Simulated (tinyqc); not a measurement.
Bottom-up copper filling of a trench by curvature-enhanced accelerator coverage: one step, computed by the program tinyqc.

A rectangular trench keeps vertical walls and a flat floor. An accelerator floats on the surface; where area is lost in the corners it is passed on to the floor.

Question. Velocities. Kinetic current i_k = [i_0 (1 - theta) + i_1 theta] exp(alpha eta/(k_B T)), limit i_L = 2 F D C/delta, i = 1/(1/i_k + 1/i_L); velocity v = i Omega/(2F), Omega = 7.11 cm^3/mol, F = e N_A. Depletion inside the trench is ignored.

Inputs (values chosen for the exercise, close to those used for damascene copper plating):

| quantity | value | unit |
|---|---|---|
| exchange current of the suppressed surface i_0 | 0.02 | mA/cm^2 |
| exchange current of the accelerated surface i_1 | 1.3 | mA/cm^2 |
| transfer coefficient alpha | 0.44 | - |
| overpotential eta | 0.17 | V |
| starting coverage theta_0 | 0.038 | - |
| cupric ion concentration C | 0.4 | mol/l |
| diffusivity D | 4.7e-06 | cm^2/s |
| boundary layer delta | 61 | um |
| temperature T | 298 | K |

Constants: e = 1.602176634e-19 C; N_A = 6.02214076e+23 1/mol; k_B = 8.617333262e-05 eV/K.

Give: limiting current i_L; velocity at theta = 0; velocity at theta_0; velocity at theta = 1; ratio v(1)/v(theta_0).

Answer.

limiting current i_L = 59.473 mA/cm^2

velocity at theta = 0 = 0.13482 nm/s

velocity at theta_0 = 0.45587 nm/s

velocity at theta = 1 = 6.2874 nm/s

ratio v(1)/v(theta_0) = 13.792
